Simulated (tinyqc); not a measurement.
What the corrections do to the levels: formation energy of a charged point defect from supercell energies. Computed by tinyqc, a small Python program. Command: `OMP_NUM_THREADS=1 python tinyqc.py 3029235 3029236 out.jsonl formation walk`. One thread of a shared host (Intel(R) Xeon(R) Processor @ 2.30GHz), about 0.01 s of CPU time with the checks.

The host is a compound AB. Making the defect adds n_A = 0, n_B = -1 atoms to the cell. All total energies are inputs. E_F is counted from the valence-band maximum (VBM); x = 0 is A-rich and x = 1 B-rich growth.

Inputs (values chosen for the exercise, with gap and screening modelled on AlN):
```
quantity                      value      unit
E_VBM of the host cell        4.426        eV
potential alignment dV        -0.12        eV
dielectric constant eps        8.25         -
cell length L                  9.43  angstrom
mu_B of the pure element     -3.312        eV
formation enthalpy dH of AB    -4.6        eV
growth condition x             0.82         -
```

Defect: vacancy of B. Supercell lattice: bcc.

charge states q: 2  1  0  -1  -2

E(defect, q) - E(host), in the order of q (eV): -4.515  1.565  8.114  15.02  23.097

Constants: e^2/(4 pi eps_0) = 14.39964548 eV angstrom.

Method:
- dmu_A = x dH and dmu_B = (1 - x) dH, so that dmu_A + dmu_B = dH; mu = mu(element) + dmu.
- The reservoir term is sum n_i mu_i.
- Image-charge correction of a point charge in a neutralising background: E_corr = q^2 alpha e^2/(4 pi eps_0) / (2 eps L), alpha = 2.888462 for a bcc array with L the cube root of the volume.
- E_f(q, E_F) = [E(defect, q) - E(host)] - sum n_i mu_i + q (E_VBM + dV + E_F) + E_corr(q).
- Levels eps(q/q-1) with the terms q dV and E_corr left out or kept.

E_f(q, 0) (eV): (q=+2) 1.0263, (q=+1) 1.9983, (q=0) 3.9740, (q=-1) 6.8413, (q=-2) 11.4143

E_corr (eV): (q=+2) 1.06926, (q=+1) 0.26731, (q=0) 0.00000, (q=-1) 0.26731, (q=-2) 1.06926

Levels above the VBM (eV):
```
level       raw  with alignment  with image charge  with both
(+2/+1)  1.6540          1.7740             0.8521     0.9721
(+1/0)   2.1230          2.2430             1.8557     1.9757
(0/-1)   2.4800          2.6000             2.7473     2.8673
(-1/-2)  3.6510          3.7710             4.4529     4.5729
```

What follows from these numbers?

Alignment moves every level by -dV = +0.120 eV. The image term moves eps(q/q-1) by (1 - 2q) E_corr(1): (+2/+1) by -0.802, (+1/0) by -0.267, (0/-1) by +0.267, (-1/-2) by +0.802 eV, donor levels down and acceptor levels up. It adds 2 E_corr(1) = 0.535 eV to every U.
